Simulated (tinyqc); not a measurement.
Which input was changed? Model: equation-of-state fits to an energy-volume table made by a known binding curve. Computed by tinyqc, a small Python program. Command: `OMP_NUM_THREADS=1 python tinyqc.py 3021106 3021107 out.jsonl eosfit which`. One thread of a shared host (Intel(R) Xeon(R) Processor @ 2.30GHz), about 0.1 s of CPU time with the checks.

With x = (V/V_0)^(1/3), the energy per atom is E = -D [1 + eta (x - 1)] exp(-eta (x - 1)), so that B0 = D eta^2/(9 V_0) and B' = 1 + 2 eta/3. B' = dB/dP at P = 0.

Inputs (values chosen for the exercise, for a model crystal):

| quantity | value | unit |
|---|---|---|
| cohesive energy D | 1.1 | eV/atom |
| true volume V_0 | 28.6 | angstrom^3/atom |
| stiffness eta | 5.36 | - |
| half-width of the volume window w | 0.2 | - |
| shift of the window centre s | 0.012 | - |
| points N | 9 | - |
| compression V/V_0 for the pressure test | 0.75 | - |

Binding curve: universal binding. Noise: none.

Constants: 1 eV/angstrom^3 = 160.2176634 GPa.

Method:
- B0 and B' from the formulas above; P = -dE/dV at V = c V_0 (c the compression chosen), from the curve itself.
- Table: V_j = V_0 [1 + s + w (2 j/(N - 1) - 1)], j = 0..N-1, rounded to 0.001; E_j from the curve, rounded to 1e-7 eV.
- Third-order Birch-Murnaghan is a cubic in u = V^(-2/3): fit it by linear least squares, find the minimum, and take B0 = V E''(V), B' = -1 - V E'''/E'' there.

Problem. One of these inputs alone was changed, within the range given: cohesive energy D (0.55 to 2.2); stiffness eta (2.68 to 10.72); half-width of the volume window w (0.1 to 0.25); compression V/V_0 for the pressure test (0.55 to 0.97). Which one, and to what value?

Results:

| run | exact B0 (GPa) | fitted B0 (GPa) | exact B' |
|---|---|---|---|
| before | 19.67089 | 19.52317 | 4.573333 |
| after | 11.17525 | 11.13574 | 3.693333 |

Solution.

Each candidate set to reproduce exact B0, and what it then gives:

| candidate | range searched | value needed | fitted B0 (GPa) | exact B' |
|---|---|---|---|---|
| cohesive energy D (eV/atom) | 0.55 to 2.2 | 0.6249 | 11.091 | 4.5733 |
| stiffness eta | 2.68 to 10.72 | 4.040 | 11.136 | 3.6933 |
| half-width of the volume window w | 0.1 to 0.25 | no effect | - | - |
| compression V/V_0 for the pressure test | 0.55 to 0.97 | no effect | - | - |

Only stiffness eta fits every result: it went from 5.36 to 4.04. The next best candidate, cohesive energy D, misses one result by 24 %.
